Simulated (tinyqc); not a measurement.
Trading HF for NH4F at fixed fluoride: speciation in dilute and buffered hydrofluoric acid, oxide etch rate and bath loading. Computed by tinyqc, a small Python program. Command: `OMP_NUM_THREADS=1 python tinyqc.py 3120656 3120657 out.jsonl hfetch walk`. One thread of a shared host (Intel(R) Xeon(R) Processor @ 2.30GHz), about 0.01 s of CPU time with the checks.

Concentrations stand for activities, NH4+ and Cl- are spectators, and water ionisation is neglected. H, F and HF2 denote the ions H+, F- and HF2-. The base temperature is 298 K.

Inputs (values chosen for the exercise, of the order of those for thermal oxide at room temperature):

| quantity | value | unit |
|---|---|---|
| HF added | 0.056 | mol/L |
| NH4F added | 0 | mol/L |
| K1 = [H][F]/[HF] | 0.000694 | mol/L |
| K2 = [HF2]/([HF][F]) | 4.34 | L/mol |
| K3 = [H2F2]/[HF]^2 | 0 | L/mol |
| rate constant of neutral HF k_a | 8.4 | nm L/(min mol) |
| rate constant of HF2 k_b | 63 | nm L/(min mol) |

Method:
- Fluoride balance: [HF] + [F] + 2 [HF2] + 2 [H2F2] = HF added + NH4F added. Acid balance: [H] + [HF] + [HF2] + 2 [H2F2] = HF added + HCl added. For a trial [H], [HF] = [H][F]/K1, and the fluoride balance is a quadratic in [F].
- Rate = k_a ([HF] + 2 [H2F2]) + k_b [HF2], an empirical two-term form.
- Total fluoride is held at HF + NH4F added, without HCl; x is the share added as HF.

Against x:

| x | pH | [F] (mol/L) | [HF] (mol/L) | [HF2] (mol/L) | rate (nm/min) |
|---|---|---|---|---|---|
| 0.05 | 4.5275 | 0.052714 | 0.002255 | 0.0005158 | 0.05143 |
| 0.15 | 3.9850 | 0.046315 | 0.006908 | 0.0013885 | 0.14551 |
| 0.30 | 3.5754 | 0.037169 | 0.014237 | 0.0022967 | 0.26429 |
| 0.40 | 3.3691 | 0.031393 | 0.019338 | 0.0026347 | 0.32842 |
| 0.50 | 3.1813 | 0.025896 | 0.024579 | 0.0027624 | 0.38049 |
| 0.60 | 2.9991 | 0.020713 | 0.029909 | 0.0026887 | 0.42063 |
| 0.75 | 2.7167 | 0.013675 | 0.037834 | 0.0022454 | 0.45927 |
| 0.90 | 2.4072 | 0.007963 | 0.044931 | 0.0015528 | 0.47525 |
| 1.00 | 2.1949 | 0.005273 | 0.048506 | 0.0011101 | 0.47739 |

[HF2] is largest at x = 0.5 and the rate at x = 1 among these rows; HF2 needs both HF and F.

Extremes, crossings and ranges named in words are read from the listed rows.
